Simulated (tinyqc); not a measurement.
Worked calculation: polytypes and stacking faults of a tetrahedral semiconductor in an axial Ising model with couplings up to third neighbours. Computed by tinyqc, a small Python program that keeps every step. Command: `OMP_NUM_THREADS=1 python tinyqc.py 3014019 3014020 out.jsonl polytype walk`. One thread of a shared host (Intel(R) Xeon(R) Processor @ 2.30GHz), about 0.01 s of CPU time with the checks. Intermediate numbers are printed to about 6 digits and carried at full precision; extremes and crossings named in words are read from the listed rows.

Each double layer has s = +1 or -1 for the sense of its stacking step; E per pair of atoms = E0 - sum_n J_n <s_i s_(i+n)>, n = 1, 2, 3. Hexagonality h = (1 - <s_i s_(i+1)>)/2.

Inputs (values chosen for the exercise, of the order of those of ZnS for J, a, G and the gaps):
```
quantity,value,unit
J1,1.93,meV/pair
J2,-0.0879,meV/pair
J3,0.05,meV/pair
basal lattice constant a,3.82,angstrom
shear modulus G,31.6,GPa
Poisson ratio nu,0.27,-
gap of 3C,3.72,eV
gap of 4H,3.8,eV
binding energy of the fault level E_b,0.062,eV
in-plane mass m,0.36,m0
effective density of states N_c at 300 K,2.5e+19,1/cm^3
electron density n,2.5e+16,1/cm^3
temperature T,650,K
```

Host polytype: 3C.

Constants: 1 eV/angstrom^2 = 16.02176634 J/m^2; m_0 = 9.1093837015e-31 kg; hbar = 1.054571817e-34 J s; k_B = 1.380649e-23 J/K; k_B = 8.617333262e-05 eV/K.

## Energies of the polytypes

correlations of the repeat units 3C (+), 2H (+-), 4H (++--), 6H (+++---), 15R (+++--), 8H (++++----), 21R (++++---), 9R (++-):
```
,n = 1,n = 2,n = 3
3C,1.00000,1.00000,1.00000
2H,-1.00000,1.00000,-1.00000
4H,0.00000,-1.00000,0.00000
6H,0.33333,-0.33333,-1.00000
15R,0.20000,-0.60000,-0.60000
8H,0.50000,0.00000,-0.50000
21R,0.42857,-0.14286,-0.71429
9R,-0.33333,-0.33333,1.00000
```

E - E(3C) = sum_n J_n (1 - C_n), C_n = <s_i s_(i+n)>. The gap is taken linear in h between 3C (h = 0) and 4H (h = 1/2), a rough rule, with a dash beyond.

Polytypes:
```
polytype,h,E - E(3C) (meV/pair),gap by the linear rule (eV)
3C,0.00000,0.00000,3.72000
2H,1.00000,3.96000,-
4H,0.50000,1.80420,3.80000
6H,0.33333,1.26947,3.77333
15R,0.40000,1.48336,3.78400
8H,0.25000,0.95210,3.76000
21R,0.28571,1.08811,3.76571
9R,0.66667,2.45613,-
```

E(2H) - E(3C) = 3.96 meV/pair

E(4H) - E(3C) = 1.8042 meV/pair

E(6H) - E(3C) = 1.26947 meV/pair

The lowest is 3C, 0.952 meV/pair below 8H. J1/|J2| = 21.96: for J3 = 0 and J2 < 0 the ground state is 2H below -2, 4H between -2 and 2, and 3C above 2; at 2 itself all periods with bands of two or more layers are degenerate. Four or more polytypes lie within 1.5 meV/pair, so small a spread that growth kinetics and seeds can decide.

## Back from three energies to J1, J2, J3

With d2, d4, d6 the energies of 2H, 4H, 6H over 3C: d2 = 2 J1 + 2 J3, d4 = J1 + 2 J2 + J3, d6 = (2/3) J1 + (4/3) J2 + 2 J3, so J2 = (d4 - d2/2)/2, J3 = (3/4)(d6 - (2/3) d4), J1 = d2/2 - J3.

J1 recovered = 1.93 meV/pair

J2 recovered = -0.0879 meV/pair

J3 recovered = 0.0500000 meV/pair

## Stacking-fault energies

fault coefficients k_n:
```
,J1,J2,J3
intrinsic,4,4,4
extrinsic,4,8,8
twin boundary,2,4,6
```

Faults in 3C: the sequences intrinsic (-), extrinsic (--), twin boundary (+ turns to -) are put between perfect repeats; k_n = (layers x C_n of the host) - sum_i s_i s_(i+n). gamma = sum k_n J_n/A, A = (sqrt 3/2) a^2; 1 meV/angstrom^2 = 16.02177 mJ/m^2.

gamma (mJ/m^2): intrinsic 9.59527, extrinsic 9.40307, twin boundary 4.82831

energy of the glide fault, intrinsic = 9.59527 mJ/m^2

The cheapest is the twin boundary fault.

## Splitting of a basal screw dislocation

Screw line, bounded by the intrinsic fault of energy gamma: b = a, partials b_p = a/sqrt 3; d = G b_p^2 (2 - 3 nu)/(8 pi gamma (1 - nu)). One partial is driven off by the shear stress gamma/b_p along its Burgers vector.

splitting width d = 10.3901 nm

stress to open the fault = 43.5065 MPa

## Electronic energy gained by the fault

The fault binds electrons in a two-dimensional band E_b below the conduction edge, g2 = m m0/(pi hbar^2) for one valley. With the Fermi level held by the bulk, eta = ln[n/N_c(T)], N_c(T) = N_c (T/300)^1.5, the grand potential falls by g2 (k_B T)^2 F1(x), x = eta + E_b/(k_B T), F1(x) = integral from 0 to infinity of ln(1 + exp(x - t)) dt; sheet density g2 k_B T ln(1 + e^x). Band bending by the trapped charge is left out, so the gain is an upper bound. Net fault energy = gamma of the intrinsic fault less the electronic gain.

x = -6.96065

sheet density = 7.98563e+09 1/cm^2

electronic gain = 7.16818e-04 mJ/m^2

net fault energy = 9.59455 mJ/m^2

The gain offsets 0.0075 % of the fault energy.

## Gain against electron density

The formulas are those given above.

At T:
```
n (1/cm^3),x,sheet density (1/cm^2),gain (mJ/m^2),gain/gamma,gain/gamma at T + 200 K
1.00e+14,-12.4821,3.19576e+07,2.86795e-06,2.98892e-07,2.63425e-07
1.00e+15,-10.1795,3.19571e+08,2.86792e-05,2.98889e-06,2.63424e-06
1.00e+16,-7.8769,3.19516e+09,2.86768e-04,2.98864e-05,2.63412e-05
1.00e+17,-5.5744,3.18972e+10,2.86524e-03,2.98609e-04,2.63297e-04
1.00e+18,-3.2718,3.13664e+11,2.84120e-02,2.96104e-03,2.62149e-03
5.00e+18,-1.6623,1.46312e+12,1.37116e-01,1.42899e-02,1.28626e-02
2.00e+19,-0.2760,4.75603e+12,4.90832e-01,5.11536e-02,4.82714e-02
```

For x well below 0 the gain is k_B T times the sheet density and linear in n; for x well above 0 the well fills and the gain grows only about as x^2. It stays below the fault energy in all rows; 200 K more changes it by a factor 0.88 at 1e16.

Checks made by the program: the recovered constants (relative difference below 1e-10).
